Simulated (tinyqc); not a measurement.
# Resistance of a tapered via with liner, size effect and interface: what changes with what

A round via whose diameter grows from db at the bottom as D(z) = db + 2 z/tan(ang). The fill, of diameter D - 2 tl, starts above the bottom liner (thickness fb tl) and has rho = rho0 (1 + ks lam/(D - 2 tl)); the sidewall liner conducts in parallel with it. The bottom liner and the interface are crossed over the full area pi db^2/4. Spreading in the lines above and below is left out.

Values chosen for this exercise; fill metal close to ruthenium: diameter at the bottom db = 21 nm; height hv = 31 nm; sidewall angle ang = 87 degrees; bulk resistivity of the fill rho0 = 7.99 uohm cm; mean free path of the fill lam = 6.45 nm; size-effect factor ks = 1.2; liner on the sidewall tl = 0.2 nm; liner at the bottom over that on the sidewall fb = 0.5; resistivity of the liner rl = 330 uohm cm; interface resistivity at the bottom ri = 3.7e-12 ohm cm^2; ballistic conductance per area, about 3/(4 rho0 lam) Sb = 1.5e15 S/m^2; bulk resistivity of the second fill (close to tungsten) rho2 = 5.45 uohm cm; its mean free path lam2 = 15.6 nm; its liner tl2 = 3.1 nm.

Each table varies one quantity; the others keep the values above.

## Via resistance against the diameter at the bottom

Slices between z0 = fb tl and hv, evaluated at their midpoints: conductance per length pi/4 [(D - 2 tl)^2/rho + (D^2 - (D - 2 tl)^2)/rl], slice resistance = slice height over that. 2000 slices. R_fill = sum of the slices; R_bottom = rl fb tl/(pi db^2/4); R_interface = ri/(pi db^2/4); ballistic (Sharvin) limit 1/(Sb pi (db - 2 tl)^2/4); ideal cylinder rho0 hv/(pi db^2/4).

Via resistance against the diameter at the bottom:
```
db (nm),R_fill (ohm),R_bottom (ohm),R_interface (ohm),R (ohm),ballistic limit (ohm),R over ideal cylinder,largest part
6,133.8,11.67,13.09,158.6,27.07,1.810,fill
8.3,65.19,6.099,6.838,78.13,13.60,1.707,fill
11,35.08,3.472,3.893,42.44,7.555,1.628,fill
16,15.50,1.641,1.840,18.98,3.488,1.541,fill
22,7.805,0.8681,0.9733,9.646,1.819,1.480,fill
30,4.032,0.4669,0.5234,5.022,0.9688,1.433,fill
42,1.985,0.2382,0.2671,2.491,0.4905,1.393,fill
58,1.014,0.1249,0.1400,1.279,0.2558,1.364,fill
80,0.5219,0.06565,0.07361,0.6612,0.1340,1.342,fill
```

R falls from 159 to 0.661 ohm. The fill is the largest part at db = 6 and in all other rows. R goes as db^(-2.18) between the first two rows and db^(-2.05) between the last two; area alone gives -2.

## Via resistance against the sidewall angle

Same model as above.

2000 slices.

The same in every row: R_bottom (ohm) = 0.9528; R_interface (ohm) = 1.068; ballistic limit (ohm) = 2.000.

Via resistance against the sidewall angle:
```
ang (degrees),R_fill (ohm),R (ohm),R over ideal cylinder,largest part
90,10.18,12.20,1.706,fill
89,9.602,11.62,1.625,fill
88,9.087,11.11,1.553,fill
87,8.623,10.64,1.488,fill
86,8.203,10.22,1.430,fill
84,7.471,9.492,1.327,fill
82,6.853,8.874,1.241,fill
```

What does the comparison show?

R falls from 12.2 to 8.87 ohm. The fill is the largest part at ang = 90 and in all other rows. The share of the two bottom terms goes from 16.6 to 22.8 %.

## Two fill metals against the diameter

2000 slices. R_fill = sum of the slices; R_bottom = rl fb tl/(pi db^2/4); R_interface = ri/(pi db^2/4). The second fill has rho2, lam2 and tl2 in place of rho0, lam and tl.

Results:
```
db (nm),"R, first fill (ohm)","R, second fill (ohm)",ratio second/first
8.5,74.19,636.8,8.583
12,35.18,167.0,4.748
17,16.68,55.92,3.353
24,8.027,22.50,2.803
35,3.639,9.215,2.532
70,0.8690,2.035,2.342
100,0.4194,0.9657,2.303
```

Estimate the missing row, db = 49 nm.

Computed row:
```
db (nm),"R, first fill (ohm)","R, second fill (ohm)",ratio second/first
49,1.810,4.366,2.412
```

With this row back in the table: The ratio goes from 8.58 to 2.30. The first fill gives the lower R in every row.

tinyqc, about 0.01 s, one thread, Intel Xeon 2.30GHz (shared host): `OMP_NUM_THREADS=1 python tinyqc.py 2750038 2750039 out.jsonl`
